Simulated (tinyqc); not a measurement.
From results back to parameters: Weaire-Thorpe hybrids on a Bethe lattice: gap and dangling bond of an amorphous tetrahedral solid. Three cases, with inputs chosen for the exercise.

Problem. In the Weaire-Thorpe model the two p-like peaks lie at -V2 + V1 and V2 + V1, and the guaranteed gap is 2 V2 - 4 V1. The peak positions come from hidden V1 and V2.

Case 1.

peaks (eV): bonding -2.460, antibonding 5.980

Case 2.

peaks (eV): bonding -2.720, antibonding 6.360

Case 3.

peaks (eV): bonding -2.820, antibonding 6.280

Find: V1, V2; guaranteed gap; lowest possible level -3 V1 - V2.

Solution. The mean of the peaks is V1 and half their distance V2.

Case 1.

V1, V2 (eV): 1.76  4.22

guaranteed gap = 1.40 eV
lowest possible level -3 V1 - V2 = -9.50 eV

Case 2.

V1, V2 (eV): 1.82  4.54

guaranteed gap = 1.80 eV
lowest possible level -3 V1 - V2 = -10.00 eV

Case 3.

V1, V2 (eV): 1.73  4.55

guaranteed gap = 2.18 eV
lowest possible level -3 V1 - V2 = -9.74 eV

Computed by tinyqc, one run a case: `OMP_NUM_THREADS=1 python tinyqc.py N N+1 out.jsonl` with N = 1480904, 1480961, 1481115; one thread of a shared Intel(R) Xeon(R) Processor @ 2.30GHz, about 0.03 s a run at most.
